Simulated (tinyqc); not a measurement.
# Which input was changed?

Model: hot carriers by balance equations with a heated Maxwellian. Computed by tinyqc, a small Python program. Command: `OMP_NUM_THREADS=1 python tinyqc.py 3003980 3003981 out.jsonl hot which`. One thread of a shared host (Intel(R) Xeon(R) Processor @ 2.30GHz), about 0.4 s of CPU time with the checks.

The carriers follow a Maxwellian at an electron temperature T_e, slightly displaced; the drift energy is neglected against k_B T_e. The balance averages the rate, not the time, so mu_0 lies below the relaxation-time value.

Inputs (values chosen for the exercise, modelled on holes in silicon): effective mass m = 0.502 m_0; density rho = 2329 kg/m^3; sound velocity v_l = 8860 m/s; acoustic deformation potential D_A = 5.9 eV; phonon energy hbar w = 63.6 meV; optical or intervalley deformation potential D_o = 9 1e8 eV/cm; final valleys Z_f = 1; lattice temperature T = 350 K; electric field F = 3.4 kV/cm; mixing = 0.4; iteration cap = 300.

Band: parabolic. Solver: damped fixed point.

Constants: k_B = 8.617333262e-05 eV/K; k_B = 1.380649e-23 J/K; e = 1.602176634e-19 C; hbar = 1.054571817e-34 J s; m_0 = 9.1093837015e-31 kg; hbar = 6.582119569e-16 eV s.

Method:
- Parabolic band: E = hbar^2 k^2/(2 m), speed v = hbar k/m, states per spin, volume and energy g(E) = m k/(2 pi^2 hbar^2). Masses are multiplied by m_0 and all formulas are in SI units.
- Phonon occupation N_q = 1/(exp(hbar w/(k_B T)) - 1).
- Acoustic deformation potential (elastic, equipartition, absorption and emission together): 1/tau = 2 pi k_B T D_A^2 g(E)/(hbar rho v_l^2).
- Optical or intervalley deformation potential: 1/tau = (pi Z_f D_o^2/(rho w)) [N_q g(E + hbar w) + (N_q + 1) g(E - hbar w)], with g = 0 below the band edge.
- Averages over the Maxwellian, <y> = int y x^(1/2) exp(-x) dx / int x^(1/2) exp(-x) dx with x = E/(k_B T_e), split at x_0 = hbar w/(k_B T_e): 64 Gauss-Legendre points in sqrt(x) below it and 128 in sqrt(x - x_0) above it, up to x = 32. Momentum balance: mu(T_e) = e/(m nu), nu = <x (sum of rates)>/<x>. Power lost per carrier: P(T_e) = hbar w <emission rate - absorption rate> + <(2 m v_l^2/(k_B T)) (E - 2 k_B T) acoustic rate>.
- Energy relaxation time at weak heating: tau_E = (3/2) k_B / (dP/dT_e), the derivative by a central difference of +/- 0.5 K at T_e = T.
- Fixed point: T_out = T + (T_e - T) e mu(T_e) F^2/P(T_e), T_new = T_e + mixing (T_out - T_e).
- Start at T_e = 1.5 T; stop when T_e moves by less than 1e-6 K or exceeds 1e6 K.
- v = mu(T_e) F; warm-carrier coefficient (mu/mu_0 - 1)/F^2.

Problem. One of these inputs alone was changed, within the range given: acoustic deformation potential D_A (2.95 to 11.8); phonon energy hbar w (31.8 to 127.2); lattice temperature T (175 to 700); density rho (1164 to 4658). Which one, and to what value?

Results:
```
run     low-field mobility mu_0 (cm^2/(V s))  drift velocity (1e7 cm/s)  energy relaxation time tau_E (ps)
before                              547.4224                  0.1785279                          0.3366667
after                               317.9910                  0.1066008                          0.3001028
```

Solution.

Each candidate set to reproduce low-field mobility mu_0, and what it then gives:
```
candidate                                range searched  value needed  drift velocity (1e7 cm/s)  energy relaxation time tau_E (ps)
acoustic deformation potential D_A (eV)    2.95 to 11.8         9.624                    0.10601                            0.32907
phonon energy hbar w (meV)                31.8 to 127.2         46.20                    0.10628                            0.25551
lattice temperature T (K)                    175 to 700         470.0                    0.10660                            0.30010
density rho (kg/m^3)                       1164 to 4658          1353                    0.10653                            0.19557
```

Only lattice temperature T fits every result: it went from 350 to 470 K. The next best candidate, acoustic deformation potential D_A, misses one result by 9.7 %.

Caution: the drift energy m v^2/2 is not small against the heating (3/2) k_B (T_e - T), so T_e - T is rough.
